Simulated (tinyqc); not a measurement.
Smoothing against break-up: capillary instabilities by surface diffusion: grooving and agglomeration of films, edge retraction, wire break-up and smoothing of roughness. Computed by tinyqc, a small Python program. Command: `OMP_NUM_THREADS=1 python tinyqc.py 3002425 3002426 out.jsonl dewet walk`. One thread of a shared host (Intel(R) Xeon(R) Processor @ 2.30GHz), about 0.01 s of CPU time with the checks.

Isotropic surface energy; shapes change by surface diffusion alone.

Inputs (values chosen for the exercise, of the order of those of a cobalt film):
```
quantity,value,unit
surface energy gamma_s,2.28,J/m^2
grain-boundary energy gamma_b,1.1,J/m^2
atomic volume Omega,11.1,angstrom^3
surface sites nu,13,1/nm^2
prefactor D0,2.9e-05,m^2/s
activation energy Q,1.67,eV
temperature T,1027,K
film thickness h,5.4,nm
grain radius R,27,nm
wire radius r,18,nm
initial ripple over radius,0.05,-
roughness wavelength lambda,22,nm
```

Grooves: at the surface only.

Constants: k_B = 8.617333262e-05 eV/K; k_B = 1.380649e-23 J/K.

Method:
- Groove angle beta: sin(beta) = gamma_b/(2 gamma). For circular grains of radius R with spherical caps the groove ends (measured from the mean surface) at the depth R g(beta), g = (2 - 3 cos beta + cos^3 beta)/(3 sin^3 beta). The film parts if R g(beta_s) > h.
- B = D_s nu gamma_s Omega^2/(k_B T), D_s = D0 exp(-Q/(k_B T)).
- A wire with r + A cos(k z) has dA/dt = (B/r^4) (kr)^2 [1 - (kr)^2] A: unstable for wavelengths above 2 pi r, fastest at kr = 1/sqrt 2 with the rate B/(4 r^4); break-up time about (4 r^4/B) ln(r/A0); each wavelength makes a sphere of radius (3 r^2 lambda_m/4)^(1/3).
- Roughness of wavelength lambda on a flat face decays as exp[-B (2 pi/lambda)^4 t]; the smoothing time is that for a factor e^3.

beta_s = 13.9590 degrees

Times (s); the last column is (h/(0.780 tan beta_s))^4/B:
```
T (K),B (nm^4/s),smoothing,wire break-up,groove to depth h
873,2.0091e+03,2.2443e-01,6.2610e+02,2.9950e+02
924,6.4636e+03,6.9761e-02,1.9461e+02,9.3097e+01
976,1.8707e+04,2.4104e-02,6.7244e+01,3.2167e+01
1027,4.7655e+04,9.4620e-03,2.6396e+01,1.2627e+01
1078,1.1086e+05,4.0674e-03,1.1347e+01,5.4280e+00
1130,2.4188e+05,1.8642e-03,5.2007e+00,2.4878e+00
1232,9.1772e+05,4.9134e-04,1.3707e+00,6.5569e-01
```

All times share 1/B, so their ratios do not depend on T: break-up over smoothing is 2800. An anneal can smooth this roughness well before the wire breaks. Smoothing is safe for lambda well below 2 pi r, above which a ripple along the wire grows instead. B spans 2.7 decades over these rows.
